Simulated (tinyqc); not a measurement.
# From lattice energy U back to range rho

Model: Born-Mayer model of an ionic crystal AB. Computed by tinyqc, a small Python program. Command: `OMP_NUM_THREADS=1 python tinyqc.py 3007434 3007435 out.jsonl bornmayer inv`. One thread of a shared host (Intel(R) Xeon(R) Processor @ 2.30GHz), about 0.02 s of CPU time with the checks.

Energies are per ion pair and r is the nearest distance of unlike ions.

Inputs (values chosen for the exercise, for a model salt):
```
quantity,value,unit
ionic charge z,1,-
unlike repulsion lambda,2640,eV
like repulsion lambda2,642,eV
dispersion C between like ions,7.5,eV angstrom^6
```

Structure: caesium chloride. Short range: with like-ion terms.

Constants: e^2/(4 pi eps_0) = 14.39964548 eV angstrom.

Method:
- Madelung constant M, unlike neighbours z1, like neighbours z2 at f r, volume per pair: rock salt 1.747565, 6, 12, sqrt2, 2 r^3; caesium chloride 1.762675, 8, 6, 2/sqrt3, 8 r^3/(3 sqrt3); zinc blende 1.638055, 4, 12, sqrt(8/3), 16 r^3/(3 sqrt3).
- U(r) = -M z^2 e^2/(4 pi eps_0 r) + z1 lambda exp(-r/rho) + z2 [lambda2 exp(-f r/rho) - C/(f r)^6] (one mean like-ion term for both sublattices).
- Newton steps on g(r) = U'(r), from r = 9 rho: r(new) = r - U'(r)/U''(r), with the move limited to 0.3 angstrom. Where U'' is negative, move 0.3 angstrom downhill. Stop when |U'| is below 1e-9.

Task: A run gave the result below. Find the range rho, known to lie between 0.24 and 0.4 angstrom.

lattice energy U = -6.613309 eV per pair

Result:

Each step takes the trial c = (a f_b - b f_a)/(f_b - f_a), f being the result less the target and a, b, c the logarithms of the listed values; c replaces end b, the old b replaces a if the sign of f changed, and otherwise f_a is halved.

Scan of the range:
```
range rho (angstrom),lattice energy U (eV per pair)
0.240,-9.68737
0.261,-8.78887
0.285,-7.95047
0.310,-7.23191
0.337,-6.58705
0.367,-5.99066
0.400,-5.44511
```

False position (Illinois rule, in the logarithm of the input) inside the bracket:
```
step,end a,end b,trial,lattice energy U (eV per pair)
1,0.310000,0.337000,0.335856,-6.61208
2,0.310000,0.335856,0.335750,-6.61442
3,0.335856,0.335750,0.335800,-6.61331
4,0.335750,0.335800,0.335800,-6.61331
```

Lattice energy U rises at every point of a 13-point scan of the range (every second point is shown), so one value fits; it is bracketed by 0.310 and 0.337. Answer: range rho = 0.3358 angstrom.
